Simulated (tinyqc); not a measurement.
From results back to parameters: eight-band Kane k.p model. Five cases, with inputs chosen for the exercise.

Problem. In the Kane model 1/m = A_r + Ep (Eg + 2 Dso/3)/(Eg (Eg + Dso)) and the Roth formula gives g* = 2 - 2 Ep Dso/(3 Eg (Eg + Dso)). The mass and the g factor below were computed from hidden Ep and Dso.

Find: X; Y; Ep; Dso.

Method. Let X = 1/m - A_r and Y = (2 - g*)/2. Then X + Y = Ep/Eg and X - 2 Y = Ep/(Eg + Dso).

Case 1.

Values chosen (out of a larger set: near those of InP; not measured data): Eg = 1.385 eV (gap at Gamma to the s-like level); A_r = 1 (remote-band term in 1/m).

m = 0.0641623 m0
g* = 1.27924

Solution.

X = 14.585
Y = 0.360
Ep = 20.70 eV
Dso = 0.108 eV

Case 2.

Values chosen (out of a larger set: near those of GaP; not measured data): Eg = 3.039 eV (gap at Gamma to the s-like level); A_r = -0.4 (remote-band term in 1/m).

m = 0.0964482 m0
g* = 1.81885

Solution.

X = 10.768
Y = 0.091
Ep = 33.00 eV
Dso = 0.078 eV

Case 3.

Values chosen (out of a larger set: near those of InAs; not measured data): Eg = 0.407 eV (gap at Gamma to the s-like level); A_r = 0 (remote-band term in 1/m).

m = 0.0221436 m0
g* = -15.29717

Solution.

X = 45.160
Y = 8.649
Ep = 21.90 eV
Dso = 0.379 eV

Case 4.

Values chosen (out of a larger set: near those of GaP; not measured data): Eg = 2.879 eV (gap at Gamma to the s-like level); A_r = 0.9 (remote-band term in 1/m).

m = 0.0861785 m0
g* = 1.80293

Solution.

X = 10.704
Y = 0.099
Ep = 31.10 eV
Dso = 0.081 eV

Case 5.

Values chosen (out of a larger set: near those of GaSb; not measured data): Eg = 0.804 eV (gap at Gamma to the s-like level); A_r = 1 (remote-band term in 1/m).

m = 0.0343357 m0
g* = -8.91578

Solution.

X = 28.124
Y = 5.458
Ep = 27.00 eV
Dso = 0.765 eV

Computed by tinyqc, one run a case: `OMP_NUM_THREADS=1 python tinyqc.py N N+1 out.jsonl` with N = 1051359, 1051361, 1051378, 1051386, 1051419; one thread of a shared Intel(R) Xeon(R) Processor @ 2.30GHz, about 0.08 s a run at most.
